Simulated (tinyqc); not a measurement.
Doping level: carrier statistics of a doped semiconductor with parabolic bands.

Eg(T) = Eg0 - al T^2/(T + be); m_de = Mv^(2/3) (ml mt^2)^(1/3); m_dh = (mhh^(3/2) + mlh^(3/2))^(2/3); Nc and Nv from N = 2 (m kB T/(4 pi c))^(3/2) with c = hbar^2/2m0, in 1/angstrom^3; times 1e24 for 1/cm^3.

Energies are counted from Ev, so Ec = Eg. n = Nc F_1/2((EF - Eg)/kT), p = Nv F_1/2(-EF/kT), ND+ = ND/(1 + 2 exp((EF - Eg + ED)/kT)), NA- = NA/(1 + 4 exp((EA - EF)/kT)); neutrality asks p + ND+ = n + NA-. F_j(eta) = (1/Gamma(j + 1)) integral_0^infinity x^j dx/(1 + exp(x - eta)), which tends to exp(eta) for eta << 0.

Constants: hbar^2/2m0 = 3.80998211 eV angstrom^2; kB = 8.617333262e-05 eV/K.

Inputs chosen for the exercise (near those of SiC; shifted at random, so the results belong to these values and not to a real crystal):
- Eg0 = 3.224 eV (gap at 0 K)
- al = 0.000637 eV/K (Varshni alpha)
- be = 1317 K (Varshni beta)
- ml = 0.314 m0 (longitudinal electron mass)
- mt = 0.42 m0 (transverse electron mass)
- Mv = 3 (equivalent valleys)
- mhh = 1.04 m0 (heavy-hole mass)
- mlh = 0.431 m0 (light-hole mass)
- ED = 0.063 eV (donor level below Ec)
- EA = 0.21 eV (acceptor level above Ev)
- T = 200 K

Only acceptors are present (ND = 0); eta is the distance of EF beyond the valence edge in units of kT.

Neutral state:
```
NA (1/cm^3)  EF (eV)  majority (1/cm^3)  ionised share     eta
1.0e+14       0.2255           3.81e+13          0.381  -13.09
1.0e+15       0.2029           1.42e+14          0.142  -11.77
1.0e+16       0.1821           4.73e+14          0.047  -10.57
1.0e+18       0.1421           4.83e+15          0.005   -8.24
3.0e+18       0.1326           8.37e+15          0.003   -7.69
1.0e+19       0.1222           1.53e+16          0.002   -7.09
3.0e+19       0.1127           2.65e+16          0.001   -6.54
```

Give the missing row, NA (1/cm^3) = 1.0e+17.

Computed row:
```
NA (1/cm^3)  EF (eV)  majority (1/cm^3)  ionised share    eta
1.0e+17       0.1620           1.52e+15          0.015  -9.40
```

The impurity level lies at 0.2100 eV. The ionised share falls from 0.381 to 0.001 as EF passes through it between 1e+14 and 1e+15 1/cm^3 (share 1/5 there); it is below one half from 1e+14 1/cm^3 on. Over the last two rows the doping grows threefold and the majority density by a factor 1.73. EF stays more than 3 kT from the majority band edge. Above roughly 2e+20 1/cm^3 (N^(1/3) a = 0.26, with the radius a = sqrt(c/(m E)) from the ionisation energy E and the mass mhh) the levels merge with the band and real ionisation is complete; sharp levels then overstate freeze-out.

(tinyqc, `OMP_NUM_THREADS=1 python tinyqc.py 1680590 1680591 out.jsonl`, Intel(R) Xeon(R) Processor @ 2.30GHz, 1 thread, shared host, about 0.01 s.)
